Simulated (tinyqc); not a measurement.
Worked calculation: mobility of a non-polar semiconductor in the relaxation-time approximation. Computed by tinyqc, a small Python program that keeps every step. Command: `OMP_NUM_THREADS=1 python tinyqc.py 3016860 3016861 out.jsonl rta walk`. One thread of a shared host (Intel(R) Xeon(R) Processor @ 2.30GHz), about 0.01 s of CPU time with the checks. Intermediate numbers are printed to about 6 digits and carried at full precision; extremes and crossings named in words are read from the listed rows.

Each valley is treated as a sphere of mass m_d for states and rates, with one isotropic relaxation time; the conductivity mass m_c sets the current.

Inputs (values chosen for the exercise, for a model non-polar semiconductor):
```
quantity                                            value       unit
longitudinal mass m_l                                0.16        m_0
transverse mass m_t                                  0.16        m_0
equivalent valleys Z                                    1          -
non-parabolicity alpha                               0.16       1/eV
static permittivity eps_s                            7.37          -
density rho                                          2440     kg/m^3
sound velocity v_l                                   6590        m/s
acoustic deformation potential D_A                     10         eV
phonon energy hbar w                                   34        meV
optical or intervalley deformation potential D_o      4.3  1e8 eV/cm
final valleys Z_f                                       1          -
carrier density n                                 1.3e+15     1/cm^3
compensation ratio C                                    0          -
temperature T                                         300          K
alloy fraction x                                     0.23          -
alloy potential U                                     1.2         eV
lattice constant a                                   5.41   angstrom
```

Band: Kane. Impurity formula: Brooks-Herring. Further scattering: alloy.

Constants: k_B = 8.617333262e-05 eV/K; m_0 = 9.1093837015e-31 kg; e = 1.602176634e-19 C; hbar = 1.054571817e-34 J s; eps_0 = 8.8541878128e-12 F/m; k_B = 1.380649e-23 J/K; hbar = 6.582119569e-16 eV s.

## Masses

m_d = (m_l m_t^2)^(1/3); 1/m_c = (1/m_l + 2/m_t)/3; Hall mass factor A = 3 K_m (K_m + 2)/(2 K_m + 1)^2, K_m = m_l/m_t; N_I = n (1 + C)/(1 - C).

density-of-states mass m_d = 0.16 m_0

conductivity mass m_c = 0.16 m_0

Hall mass factor A = 1

ionised impurity density N_I = 1.30e+15 1/cm^3

## Fermi level and screening

Kane band: hbar^2 k^2/(2 m) = E (1 + alpha E), speed v = hbar k/(m (1 + 2 alpha E)), states per spin, volume and energy g(E) = m k (1 + 2 alpha E)/(2 pi^2 hbar^2); overlap factors are set to 1. Here m = m_d. Masses are multiplied by m_0 and all formulas are in SI units. The reduced Fermi level eta = E_F/(k_B T) solves n = 2 Z int g f dE with f = 1/(1 + exp(x - eta)) (Z = 1 unless valleys are given); screening length L_s = sqrt(eps_s eps_0 k_B T/(e^2 dn/deta)), dn/deta = 2 Z int g f (1 - f) dE. Integrals over x = E/(k_B T) use 160 Gauss-Legendre points in u = sqrt(x) from 0 to sqrt(max(eta, 0) + 32).

reduced Fermi level eta = -7.13432

screening length L_s = 90.0096 nm

The gas is non-degenerate (eta < -2), and L_s is close to the Debye length.

## Rates at a few energies

Phonon occupation N_q = 1/(exp(hbar w/(k_B T)) - 1). Acoustic deformation potential (elastic, equipartition, absorption and emission together): 1/tau = 2 pi k_B T D_A^2 g(E)/(hbar rho v_l^2). Optical or intervalley deformation potential: 1/tau = (pi Z_f D_o^2/(rho w)) [N_q g(E + hbar w) + (N_q + 1) g(E - hbar w)], with g = 0 below the band edge. Each optical term is multiplied by (1 - f(E'))/(1 - f(E)), E' the final energy, for Pauli blocking. Singly charged impurities, momentum relaxation: 1/tau = N_I e^4 m (1 + 2 alpha E) Phi/(8 pi (eps_s eps_0)^2 hbar^3 k^3), with alpha = 0 for a parabolic band. Brooks-Herring: Phi = ln(1 + b) - b/(1 + b), b = 4 k^2 L_s^2. Alloy disorder: 1/tau = (2 pi/hbar) Omega x (1 - x) U^2 g(E), Omega = a^3/4 (other conventions for Omega rescale U).

Rates (1e12/s) at E = (max(eta, 0) + 0.5, 1, 2, 4) k_B T:
```
E (meV)  acoustic   optical  ionised impurity    alloy
12.926    0.92954  0.130393          0.509847  2.40069
25.852    1.32134  0.147992          0.199797  3.41259
51.704    1.88787  0.473617          0.077661  4.87574
103.408   2.72441  0.826853          0.030021  7.03626
```

## Mobility for each process alone

mu = (m_d/m_c) (2 Z e/(3 n k_B T)) int g v^2 tau f (1 - f) dE. Averages over x are split at the emission threshold x_0 = hbar w/(k_B T): 64 Gauss-Legendre points in sqrt(x) below it and 128 in sqrt(x - x_0) above it, up to x = max(eta, 0) + 32.

acoustic mobility = 6075.74 cm^2/(V s)

optical mobility = 33513.7 cm^2/(V s)

ionised impurity mobility = 205973 cm^2/(V s)

alloy mobility = 2352.50 cm^2/(V s)

## All processes together

Rates are added at each energy before the average. With <y> = int g v^2 y f (1 - f) dE: Hall factor r_H = A (3 n k_B T/(2 Z m_d)) <tau^2/(1 + 2 alpha E)>/<tau>^2 (alpha = 0 for a parabolic band); Hall mobility r_H mu; |S| = (k_B/e) (<x tau>/<tau> - eta); resistivity 1/(n e mu).

drift mobility mu = 1522.32 cm^2/(V s)

Hall factor r_H = 1.12613

Hall mobility = 1714.33 cm^2/(V s)

Seebeck coefficient |S| = 789.242 microvolt/K

resistivity = 3.15385 ohm cm

Taking r_H = 1 in a Hall measurement would give a density 0.888 times the true one.

## Matthiessen's rule against the full average

Matthiessen's rule adds 1/mu of the separate processes.

Separate mobilities:
```
process           mu (cm^2/(V s))  share of the sum of 1/mu (%)
acoustic                     6076                       26.3612
optical                     33514                        4.7791
ionised impurity           205973                        0.7776
alloy                        2353                       68.0822
```

mobility by Matthiessen's rule = 1601.63 cm^2/(V s)

excess of Matthiessen's rule over the full mu = 5.21026 %

The rule gives 1602 against the full 1522, 5.2 % too high; it can only overestimate, since each separate average is carried by the energies where that process is weak. The largest shares are alloy (68 %) and acoustic (26 %).

Checks made by the program: the sum rule (2 Z/(3 k_B T)) int g v^2 (1 + 2 alpha E) f (1 - f) dE = n/m_d (relative difference below 1e-10).
